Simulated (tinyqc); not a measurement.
Permeation of metal atoms or ions through a thin barrier or dielectric: time lag, field-aided drift and lifetime: one step, computed by the program tinyqc.

The film 0 < x < d is empty at first; C = C0 at x = 0 and C = 0 at x = d. dC/dt = D d2C/dx2.

Problem. Time to the critical dose. Steady flux J = (D C0/d) P/(1 - exp(-P)); time lag in units of d^2/D: s_L = [P (1 + exp(-P))/(1 - exp(-P)) - 2]/P^2 (P = 0: J = D C0/d, s_L = 1/6). Dose through the film Q(s) = C0 d {f (s - s_L) - 2 exp(P/2) sum_(n=1..200) (-1)^n n^2 pi^2 exp(-l_n s)/l_n^2}, l_n = n^2 pi^2 + P^2/4, f = P/(1 - exp(-P)) the relative flux. Temperatures in kelvin are T(C) + 273.15. Solve Q = Q_c for s. At the use temperature D and P take T_u, with the same C0 and V; 1 year = 3.15576e7 s.

Inputs (values chosen for the exercise, for a model case: neutral metal atoms through a barrier): thickness d = 2.7 nm; prefactor D0 = 0.0041 cm^2/s; activation energy E = 1.29 eV; concentration at the source side C0 = 3.3e+17 1/cm^3; charge number z = 0; voltage V (positive drives ions across) = 0 V; critical dose Q_c = 2e+12 1/cm^2; test temperature T = 125 C; use temperature T_u = 85 C.

Peclet number P = 0

time scale d^2/D = 379095.9 s

Constants: k_B = 8.617333262e-05 eV/K.

Give: s at the critical dose; failure time at T; failure time at T_u.

Solution.

s at the critical dose = 22.613

failure time at T = 8.5726e+06 s

failure time at T_u = 18.101 years

Caution: grain boundaries, pinholes, trapping and space charge are left out; thin real barriers usually fail at defects.
